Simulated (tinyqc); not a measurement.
Line constants from open and short measurements.

Question. A uniform line of length len, under a quarter wavelength, has Z_open = Zc coth(gamma len) and Z_short = Zc tanh(gamma len); gamma Zc = r + i w l and gamma/Zc = g + i w c, w = 2 pi f. Find r, l and c.

Parameters, values chosen for the exercise:
```
symbol,value,unit,meaning
len,0.78,mm,length
f,0.69,GHz,frequency
```

Zin with the far end open = 2.6554-2558.8884i ohm
Zin with the far end shorted = 7.9679197+0.9687182i ohm

Solution. The product of the two impedances is Zc^2 and their ratio tanh^2(gamma len); the principal branch holds below a quarter wavelength.

r = 10.2 ohm/mm
l = 0.289 nH/mm
c = 116 pF/m

Computed by the program tinyqc: `OMP_NUM_THREADS=1 python tinyqc.py 2810192 2810193 out.jsonl`, one thread of a shared Intel Xeon 2.30GHz, about 0.01 s for the whole run.
